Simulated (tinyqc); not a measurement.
Worked calculation: FCI on RHF in the sto-3g basis, frozen core, for BeH+, spin multiplicity 1. One step of it, computed by the program tinyqc.

Question. FCI: determinants and Hamiltonian. Slater-Condon rules over spin orbitals, with the nuclear repulsion and the energy of the frozen orbital added and E(HF) subtracted on the diagonal. Only determinants linked to the reference directly or through others are kept (one block of an abelian symmetry group), so some states are absent.

one-electron integrals dressed by the frozen orbital, h + 2 (pq|11) - (p1|1q) (hartree), order 2, 3, 4, 5, 6:
$$\begin{pmatrix}
-1.169835 & 0.067657 & 0.000000 & 0.000000 & -0.035618 \\
0.067657 & -0.852116 & 0.000000 & 0.000000 & 0.061359 \\
0.000000 & 0.000000 & -0.799301 & 0.000000 & 0.000000 \\
0.000000 & 0.000000 & 0.000000 & -0.799301 & 0.000000 \\
-0.035618 & 0.061359 & 0.000000 & 0.000000 & -0.672152
\end{pmatrix}$$

energy of the frozen orbital, 2 h_11 + (11|11) = -14.09168053 hartree

Two-electron integrals over orbitals (pq|rs), unique and non-zero (hartree); the lowest 1 orbital is frozen and left out:
```
(22|22) 0.486889    (32|22) -0.067657   (32|32) 0.048913    (33|22) 0.322134
(33|32) 0.033371    (33|33) 0.446814    (42|42) 0.044091    (43|42) 0.032908
(43|43) 0.050190    (44|22) 0.355679    (44|32) 0.030124    (44|33) 0.391421
(44|44) 0.449859    (52|52) 0.044091    (53|52) 0.032908    (53|53) 0.050190
(54|54) 0.024249    (55|22) 0.355679    (55|32) 0.030124    (55|33) 0.391421
(55|44) 0.401360    (55|55) 0.449859    (62|22) 0.035618    (62|32) -0.051472
(62|33) -0.020264   (62|44) -0.065085   (62|55) -0.065085   (62|62) 0.120914
(63|22) -0.056415   (63|32) 0.043643    (63|33) 0.055517    (63|44) 0.027619
(63|55) 0.027619    (63|62) -0.055277   (63|63) 0.060254    (64|42) -0.027685
(64|43) -0.010834   (64|64) 0.023997    (65|52) -0.027685   (65|53) -0.010834
(65|65) 0.023997    (66|22) 0.490602    (66|32) -0.070042   (66|33) 0.349406
(66|44) 0.359092    (66|55) 0.359092    (66|62) 0.065607    (66|63) -0.059742
(66|66) 0.530207
```

nuclear repulsion = 1.30419522 hartree

Hartree-Fock energy = -14.64026676 hartree

Give: determinants; H - E(HF) between determinants.

Answer.

Occupation strings over the orbitals (2 doubly, a alpha, b beta, 0 empty; spin orbitals ordered 1a 1b 2a 2b ...): 220000 2ab000 2a000b 2ba000 2b000a 202000 20a00b 200200 200020 20b00a 200002

H - E(HF) between determinants (hartree):
```
        220000  2ab000  2a000b  2ba000  2b000a  202000  20a00b  200200
220000   0.000   0.000   0.000   0.000   0.000   0.049  -0.051   0.044
2ab000   0.000   0.153   0.005  -0.049   0.051   0.101   0.044   0.033
2a000b   0.000   0.005   0.501   0.051  -0.121   0.044  -0.002  -0.028
2ba000   0.000  -0.049   0.051   0.153   0.005  -0.101   0.056  -0.033
2b000a   0.000   0.051  -0.121   0.005   0.501  -0.044   0.055   0.028
202000   0.049   0.101   0.044  -0.101  -0.044   0.595   0.117   0.050
20a00b  -0.051   0.044  -0.002   0.056   0.055   0.117   0.678  -0.011
200200   0.044   0.033  -0.028  -0.033   0.028   0.050  -0.011   0.704
200020   0.044   0.033  -0.028  -0.033   0.028   0.050  -0.011   0.024
20b00a   0.051   0.056   0.055   0.044  -0.002  -0.117  -0.060   0.011
200002   0.121  -0.055   0.030   0.055  -0.030   0.060   0.002   0.024

        200020  20b00a  200002
220000   0.044   0.051   0.121
2ab000   0.033   0.056  -0.055
2a000b  -0.028   0.055   0.030
2ba000  -0.033   0.044   0.055
2b000a   0.028  -0.002  -0.030
202000   0.050  -0.117   0.060
20a00b  -0.011  -0.060   0.002
200200   0.024   0.011   0.024
200020   0.704   0.011   0.024
20b00a   0.011   0.678  -0.002
200002   0.024  -0.002   1.039
```
